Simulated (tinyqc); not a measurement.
# Vertical double-diffused power MOSFET, components of the on-resistance: two studies

Stripe cells of pitch Wp + a, two channels a cell. Current flows through the channels, spreads in the accumulation layer, passes the gap between the p bodies and spreads at 45 degrees into the drift layer below them. Low drain voltage, full ionisation.

Inputs (values chosen for the exercise); bulk values close to those of 4H silicon carbide: temperature T = 300 K; relative permittivity eps_r = 9.77; critical-field constant Kc = 22100 V/cm per (cm^-3)^(1/8); rated breakdown voltage of the drift layer BV = 900 V; drift mobility at 300 K mud = 782 cm^2/(V s); temperature exponent of the drift mobility bt = 2.4; gate oxide thickness (eps_r 3.9) tox = 39 nm; gate overdrive Vov = 8 V; channel mobility mch = 15 cm^2/(V s); accumulation-layer mobility mac = 190 cm^2/(V s); channel length Lc = 0.7 um; width of the p body in one cell, channels included Wp = 6.8 um; gap between neighbouring p bodies a = 1.5 um; depth of the p body xp = 1.8 um; doping of the gap over the drift doping Nj = 2; built-in voltage of the body junction Vbi = 2.97 V; substrate and contact resistance Rs = 0.19 mohm cm^2.

Constants: q = 1.602176634e-19 C, eps0 = 8.8541878128e-14 F/cm where lengths are in cm. Results are converted to the units shown.

Each table varies one quantity; the others keep the values above.

## On-resistance against the rated breakdown voltage of the drift layer

Triangular field at breakdown with Ec = Kc N^(1/8): BV = eps0 eps_r Ec^2/(2 q N), so N = (eps0 eps_r Kc^2/(2 q BV))^(4/3); W = 2 BV/Ec; mu = mud (T/300 K)^(-bt); rho = 1/(q mu N); ideal resistance rho W. Pitch p = Wp + a, Cox = 3.9 eps0/tox; zero-bias depletion in the gap w0 = sqrt(2 eps0 eps_r Vbi/(q N Nj)), open gap g = a - 2 w0; R_ch = Lc p/(2 mch Cox Vov); R_acc = 0.6 a p/(4 mac Cox Vov), 0.6 being an empirical factor for current leaving the layer along its length; R_gap = (rho/Nj) xp p/g; spreading depth t = min(W, (p - g)/2); R_drift = (rho p/2) ln((g + 2 t)/g) + rho (W - t); R_on = the sum with Rs.

The same in every row: R_ch (mohm cm^2) = 2.734; R_acc (mohm cm^2) = 0.1388.

Result of one run:
```
BV (V),R_gap (mohm cm^2),R_drift (mohm cm^2),R_on (mohm cm^2),ideal (mohm cm^2),largest term
300,0.06893,0.06952,3.201,0.02352,channel
```

What becomes of these results when the rated breakdown voltage of the drift layer BV is changed from 300 to 1300 V, all else the same?

Result of the changed run:
```
BV (V),R_gap (mohm cm^2),R_drift (mohm cm^2),R_on (mohm cm^2),ideal (mohm cm^2),largest term
1300,0.8280,1.423,5.314,0.9193,channel
```

The whole series:
```
BV (V),R_gap (mohm cm^2),R_drift (mohm cm^2),R_on (mohm cm^2),ideal (mohm cm^2),largest term
300,0.06893,0.06952,3.201,0.02352,channel
490,0.1467,0.1832,3.393,0.08018,channel
800,0.3307,0.4951,3.889,0.2731,channel
1300,0.8280,1.423,5.314,0.9193,channel
2100,2.720,4.320,10.10,3.049,drift
```

R_on rises from 3.20 to 10.1 mohm cm^2. The channel term is the largest at BV = 300, the drift term from 2100 on. R_on is 136 times the ideal drift resistance in the first row and 3.31 times in the last. The ideal resistance goes as BV^(2.50), and R_on as BV^(1.34) between the last two rows.

## On-resistance against the doping of the gap over the drift doping

Same model as above.

The same in every row: R_ch (mohm cm^2) = 2.734; R_acc (mohm cm^2) = 0.1388; ideal (mohm cm^2) = 0.3666.

Result of one run:
```
Nj,R_gap (mohm cm^2),R_drift (mohm cm^2),R_on (mohm cm^2),largest term
1.5,0.6101,0.6563,4.329,channel
```

What becomes of these results when the doping of the gap over the drift doping Nj is changed from 1.5 to 3, all else the same?

Result of the changed run:
```
Nj,R_gap (mohm cm^2),R_drift (mohm cm^2),R_on (mohm cm^2),largest term
3,0.2406,0.6140,3.917,channel
```

The whole series:
```
Nj,R_gap (mohm cm^2),R_drift (mohm cm^2),R_on (mohm cm^2),largest term
1,1.152,0.6983,4.913,channel
1.5,0.6101,0.6563,4.329,channel
2,0.4076,0.6355,4.106,channel
3,0.2406,0.6140,3.917,channel
5,0.1294,0.5951,3.787,channel
8,0.07531,0.5828,3.721,channel
12,0.04791,0.5748,3.686,channel
```

R_on falls from 4.91 to 3.69 mohm cm^2. The channel term is the largest at Nj = 1 and in all other rows. R_on is 13.4 times the ideal drift resistance in the first row and 10.1 times in the last.

tinyqc, about 0.01 s, one thread, Intel Xeon 2.30GHz (shared host): `OMP_NUM_THREADS=1 python tinyqc.py 2230104 2230105 out.jsonl`
